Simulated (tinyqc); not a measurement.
## Gate work function from the charge

Inverse problem. For an undoped double gate, Q = 8 eps0 eps_r Vt beta tan(beta)/ts with 0 < beta < pi/2, and at the source (Vg - dphi)/(2 Vt) - ln[(2/ts) sqrt(2 eps0 eps_r Vt/(q ni))] = ln(beta) - ln(cos beta) + 2 r beta tan(beta), r = eps_r tox/(eox ts). Find beta and dphi.

Inputs (values chosen for the exercise); material values close to those of silicon: temperature T = 273 K; relative permittivity of the semiconductor eps_r = 11.7; relative permittivity of the gate insulator eox = 4.04; insulator thickness tox = 3.3 nm; body thickness ts = 12 nm; gate voltage Vg = 1.04 V.

Constants: q = 1.602176634e-19 C, kB = 1.380649e-23 J/K, Vt = kB T/q, eps0 = 8.8541878128e-14 F/cm where lengths are in cm. Results are converted to the units shown.

Qs = 1090.6229 nC/cm^2
ni = 1.3565992e9 cm^-3

Solution. beta tan(beta) rises from 0 without bound on the interval, so the charge fixes beta; the second relation is then explicit in dphi. At this charge the surface density passes 0.3 Nc, so the classical Boltzmann model is only formal.

beta = 1.370
dphi = -0.03000 V

Numbers from tinyqc (`OMP_NUM_THREADS=1 python tinyqc.py 2440078 2440079 out.jsonl`; about 0.01 s on one thread of a shared Intel Xeon 2.30GHz).
